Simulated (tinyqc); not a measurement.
Strain-driven roughening and islands of a mismatched epitaxial film: one step, computed by the program tinyqc. Command: `OMP_NUM_THREADS=1 python tinyqc.py 3007773 3007774 out.jsonl island walk`. One thread of a shared host (Intel(R) Xeon(R) Processor @ 2.30GHz), about 0.01 s of CPU time with the checks.

Film and substrate share isotropic elastic constants; the film is coherent and biaxially strained.

Problem. Asaro-Tiller-Grinfeld instability. A ripple A cos(k x) has the surface chemical potential per volume [gamma k^2 - 2 (1 + nu) w k] A cos(k x), so k_c = 2 (1 + nu) w/gamma. With surface diffusion the amplitude grows at the rate q = B k^2 [2 (1 + nu) w k - gamma k^2], fastest at k_m = (3/4) k_c. B is the surface mobility.

Inputs (values chosen for the exercise, modelled on InAs on InP): Poisson ratio nu = 0.3; surface energy gamma = 0.691 J/m^2; surface mobility D_s nu_s Omega^2/(k_B T) = 4.5e-34 m^6/(J s).

Transport: surface diffusion.

energy density w = 113.8397 MJ/m^3

Give: k_c; critical wavelength; fastest wavelength; growth time 1/q at k_m.

Solution.

k_c = 0.4283 1/nm

critical wavelength = 14.67 nm

fastest wavelength = 19.56 nm

growth time 1/q at k_m = 0.9058 s
